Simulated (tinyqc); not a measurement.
Physical sputtering: collision-cascade yield, angular dependence, faceting and resputtering in deposition: one step, computed by the program tinyqc.

Ions start collision cascades; atoms that reach the surface with more than U leave. The target is amorphous or fine-grained.

Question. Oblique incidence. Angular law: Y/Y0 = t^f exp(-f cos(a_opt)(t - 1)), t = 1/cos(angle), largest at a_opt. A plane tilted by the angle recedes along the beam at a speed proportional to Y(angle), and along its own normal as Y cos(angle).

Inputs (values chosen for the exercise, modelled on gallium ions on germanium): ion energy E = 64 eV; angular exponent f = 2.3; angle of the largest yield = 72 degrees; angle of incidence = 20 degrees.

yield Y0 = 0.06342061 atoms per ion

Give: Y/Y0 at the angle; yield at the angle; normal speed relative to a flat surface; largest Y/Y0.

Answer.

Y/Y0 at the angle = 1.102

yield at the angle = 0.06991 atoms per ion

normal speed relative to a flat surface = 1.036

largest Y/Y0 = 3.040

Caution: within a few times the threshold, cascades are short and these fits are rough.
